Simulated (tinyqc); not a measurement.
Implant damage, amorphisation by cascade overlap, and solid-phase epitaxial regrowth: one step, computed by the program tinyqc. Command: `OMP_NUM_THREADS=1 python tinyqc.py 3111297 3111298 out.jsonl sper walk`. One thread of a shared host (Intel(R) Xeon(R) Processor @ 2.30GHz), about 0.01 s of CPU time with the checks.

Range and width of the damage are inputs. Dynamic annealing enters only through the surviving share f.

Question. Isothermal regrowth. v = v0 x orientation factor x exp(-E_a/(k_B T)) x [1 + (enhancement - 1) exp(-(z - R_d)^2/(2 s_d^2))], T = anneal temperature + 273.15 K; the dopant is taken to follow the damage profile; the lower front moves from the lower edge z2 to the surface, or to the middle (z1 + z2)/2 of a buried layer with upper edge z1; time = int dz/v; the equivalent undoped distance is that time times the undoped velocity.

Inputs (values chosen for the exercise, modelled on silicon ions in silicon):
```
quantity,value,unit
depth of the damage peak R_d,27,nm
width of the damage profile s_d,14,nm
regrowth prefactor v0,3.5e+15,nm/s
regrowth energy E_a,2.68,eV
anneal temperature,523,C
rate relative to (100),1,-
peak enhancement by the dopant,1.6,-
```

lower edge = 42.68102 nm

upper edge = 11.31898 nm

Constants: k_B = 8.617333262e-05 eV/K.

Give: undoped velocity; distance to regrow; time without enhancement; equivalent undoped distance; time with enhancement.

Answer.

undoped velocity = 0.03795 nm/s

distance to regrow = 15.68 nm

time without enhancement = 413.2 s

equivalent undoped distance = 10.53 nm

time with enhancement = 277.4 s

The rate doubles for each 14 K or so near this temperature.
